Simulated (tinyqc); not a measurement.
Shortcuts against the integral: sheet resistance and Hall data of a diffused or implanted layer. Computed by tinyqc, a small Python program. Command: `OMP_NUM_THREADS=1 python tinyqc.py 3007384 3007385 out.jsonl layer walk`. One thread of a shared host (Intel(R) Xeon(R) Processor @ 2.30GHz), about 0.01 s of CPU time with the checks.

Carriers are taken equal to the net active doping down to the junction (full ionisation, which deep dopants in wide-gap hosts do not reach; no spill-over, no depletion), and the Hall factor is 1.

Inputs (values chosen for the exercise, modelled on silicon in GaN):
```
quantity                                 value        unit
mu_min                                    55.2  cm^2/(V s)
mu_max                                    1030  cm^2/(V s)
N_ref                                  2.1e+17      1/cm^3
exponent alpha                            0.98           -
peak concentration N_0                 2.3e+20      1/cm^3
length scale l                              19          nm
background doping N_B (opposite type)  1.9e+16      1/cm^3
solubility limit N_s                   7.2e+19      1/cm^3
```

Profile: complementary error function. Activation: limited by solubility.

Constants: e = 1.602176634e-19 C.

Method:
- N(x) = N_0 erfc(x/l), dose N_0 l/sqrt(pi), junction x_j = l erfc^-1(N_B/N_0).
- Mobility mu = mu_min + (mu_max - mu_min)/(1 + (N_t/N_ref)^alpha), N_t = active doping + N_B; carriers n = active doping - N_B, active doping min(N, N_s).
- Integrals from x_0 (0 unless stated) to x_j by the midpoint rule on 400 even intervals: 1/R_s = e int n mu dx; sheet density n_s = int n dx; Hall sheet density (int n mu dx)^2/int n mu^2 dx; Hall mobility int n mu^2 dx/int n mu dx.
- Mean conductivity 1/(R_s x_j); mean mobility 1/(e n_s R_s).
- Shortcuts: R_s = 1/(e Q mu) with the dose Q and the mobility at the (active) peak concentration; 1/(e n_s mu) with mu at N_t = n_s/x_j + N_B; 1/(e Q mu_max).

sheet resistance R_s = 684.071 ohm

dose = 2.46551e+14 1/cm^2

sheet density n_s = 1.48111e+14 1/cm^2

junction depth x_j = 52.8897 nm

Sheet resistances:
```
method                                   R_s (ohm)  deviation (%)
integral                                    684.07          0.000
dose, mobility at the peak                  433.60        -36.615
n_s, mobility at the mean concentration     666.89         -2.512
dose, mu_max                                 24.58        -96.407
```

The closest shortcut is «n_s, mobility at the mean concentration» (-2.5 %). Counting inactive dopants as carriers underestimates R_s.

Extremes, crossings and ranges named in words are read from the listed rows.
